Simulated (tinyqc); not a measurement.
A and C from the efficiency peak.

Problem. ABC model of an LED: J = q da (A n + Ba n^2 + Ca n^3), IQE = Ba n^2/(A n + Ba n^2 + Ca n^3), differential lifetime 1/(A + 2 Ba n + 3 Ca n^2). The peak lies at n = sqrt(A/Ca). Given Ba, find n at the peak, A and Ca.

Inputs (values chosen for the exercise):
- Ba = 2.9e-10 cm^3/s (radiative coefficient of the active layer)
- da = 8.9 nm (thickness of the active layer)

Constants: q = 1.602176634e-19 C. Results are converted to the units shown.

peak IQE = 93.995424 %
J at the peak = 0.86654497 A/cm^2

Answer. IQE J = q da Ba n^2 gives n. At the peak A n = Ca n^3, each being half of the non-radiative rate Ba n^2 (1/IQE - 1).

n at the peak = 1.403e17 cm^-3
A = 1.300e6 1/s
Ca = 6.600e-29 cm^6/s

tinyqc, about 0.01 s, one thread, Intel Xeon 2.30GHz (shared host): `OMP_NUM_THREADS=1 python tinyqc.py 2300046 2300047 out.jsonl`
